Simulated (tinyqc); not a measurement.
## Junction parameters from two forward currents

Problem. D(v) = J1 (exp(v/Vt) - 1) + J2 (exp(v/(2 Vt)) - 1). Find J1, J2 and the voltage 2 Vt ln(J2/J1) near which both parts are equal.

Inputs (values chosen for the exercise): temperature T = 330 K.

Constants: q = 1.602176634e-19 C, kB = 1.380649e-23 J/K, Vt = kB T/q. Results are converted to the units shown.

junction voltages (V): 0.26  0.66
currents (uA/um): 3.7411323e-7  0.0016284412

Answer. The current is linear in J1 and J2, so two points give two equations.

J1 = 1.000e-13 uA/um
J2 = 3.900e-9 uA/um
crossover = 0.6012 V

tinyqc, about 0.2 s, one thread, Intel Xeon 2.30GHz (shared host): `OMP_NUM_THREADS=1 python tinyqc.py 2182269 2182270 out.jsonl`
